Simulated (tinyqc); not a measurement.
Free and trapped electrons in a MOS channel with a dense trap tail: one step of the calculation.

p-type body, charge-sheet picture, full ionisation (an idealisation for deep acceptors), Boltzmann statistics for free electrons. e = Ec - EF at the surface. Acceptor-like traps of density D(E) = D0 + De exp(-E/Ew) at depth E below Ec, from 0 to Eu, hold n_t = integral of D(E)/(1 + exp((e - E)/Vt)). psi = Eg - Vt ln(Nv/Na) - e; N_dep = sqrt(2 eps0 eps_r Na (psi - Vt)/q); n_f = sqrt(N_dep^2 + 2 eps0 eps_r Vt Nc exp(-e/Vt)/q) - N_dep; Vg = Vfb + psi + q (N_dep + n_t + n_f)/Cox, Cox = eps0 eox/tox.

Problem. Charges and gate voltage. psi, N_dep, n_f and Vg as defined, with the n_t given; free share n_f/(n_f + n_t); apparent mobility mf n_f/(n_f + n_t); gate voltage spent on traps q n_t/Cox.

Values chosen for this exercise; band and dielectric values close to those of 4H silicon carbide:

| symbol | value | unit | meaning |
|---|---|---|---|
| T | 400 | K | temperature |
| Eg | 3.21 | eV | band gap |
| eps_r | 9.88 |  | relative permittivity |
| Nc | 2.62e19 | cm^-3 | conduction-band density of states at T |
| Nv | 3.82e19 | cm^-3 | valence-band density of states at T |
| eox | 3.9 |  | relative permittivity of the insulator |
| tox | 46 | nm | insulator thickness |
| Na | 1.2e17 | cm^-3 | acceptor density |
| Vfb | -2.66 | V | flat-band voltage without trapped charge |
| mf | 76 | cm^2/(V s) | mobility of free electrons |
| e | 0.161 | eV | Ec - EF at the surface |

Constants: q = 1.602176634e-19 C, kB = 1.380649e-23 J/K, Vt = kB T/q, eps0 = 8.8541878128e-14 F/cm where lengths are in cm. Results are converted to the units shown.

n_t = 6.4152183e11 cm^-2

Give: psi; N_dep; n_f; Vg; free share; apparent mobility; gate voltage spent on traps.

Solution.

psi = 2.850 V
N_dep = 1.921e12 cm^-2
n_f = 2.389e10 cm^-2
Vg = 5.710 V
free share = 3.590 %
apparent mobility = 2.729 cm^2/(V s)
gate voltage spent on traps = 1.369 V

Program tinyqc, `OMP_NUM_THREADS=1 python tinyqc.py 2222155 2222156 out.jsonl`; Intel Xeon 2.30GHz, shared host, one thread, about 0.02 s.
